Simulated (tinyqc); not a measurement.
Inside a calculation. Method: plane-wave Kohn-Sham cycle with exchange-only LDA in a layered model solid. One step of it, computed by the program tinyqc.

Task: Iteration 2: Hamiltonian at one k. H(m,m') = (k + G_m)^2/2 delta + V(G_m - G_m'), with V(-G) = V(G).

A solid whose potential varies along x alone (atomic units):

| parameter | value |
|---|---|
| period a | 9.100000 |
| cross-section of the cell | 23.000000 |
| electrons per cell | 4 |
| grid points | 16 |
| plane waves -n..n, n | 2 |
| k points | 3 |
| V1 in V1 cos(2 pi x/a) | -0.270000 |

V(G_m), m = 0, 1, 2, ... (hartree): -0.254195  -0.001219  0.001204  -0.001234  0.000253

k = 0.000000 2 pi / a

Give: H.

Result:

H (hartree):
```
         -2       -1       +0       +1       +2
-2   0.6993  -0.0012   0.0012  -0.0012   0.0003
-1  -0.0012  -0.0158  -0.0012   0.0012  -0.0012
+0   0.0012  -0.0012  -0.2542  -0.0012   0.0012
+1  -0.0012   0.0012  -0.0012  -0.0158  -0.0012
+2   0.0003  -0.0012   0.0012  -0.0012   0.6993
```
